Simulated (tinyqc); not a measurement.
Switching kinetics of a ferroelectric film and the memory window of a ferroelectric gate stack: one step, computed by the program tinyqc.

Fields in MV/cm; 1 microcoulomb/cm^2 over eps_0 is 11.29409 MV/cm. In the stack (metal, ferroelectric, interlayer, channel) the channel is taken as a conductor.

Task: Switched share after the pulse. Merz's law: t1 = t_inf exp[(E_a/E)^alpha] at the mean of the fields before and after switching. KAI: switched share = 1 - exp[-(t/t1)^n].

Inputs (values chosen for the exercise, for a model film):
```
quantity                             value   unit
time constant t_inf                  1e-10      s
activation field E_a                   4.7  MV/cm
Merz exponent alpha                      1      -
dimension n                              3      -
pulse length t_p                   2.9e-08      s
breakdown field of the interlayer       15  MV/cm
```

Kinetics: Kolmogorov-Avrami-Ishibashi (KAI).

E_F before switching = 3.132408 MV/cm

E_F after switching = 2.647245 MV/cm

Give: mean field; switching time t1; switched share.

Result:

mean field = 2.890 MV/cm

switching time t1 = 5.086e-10 s

switched share = 1

t_p is 57 t1. A field higher by 10 % would shorten t1 by a factor 1.2. Caution: the interlayer field exceeds its breakdown field, so charge injection would change the fields.
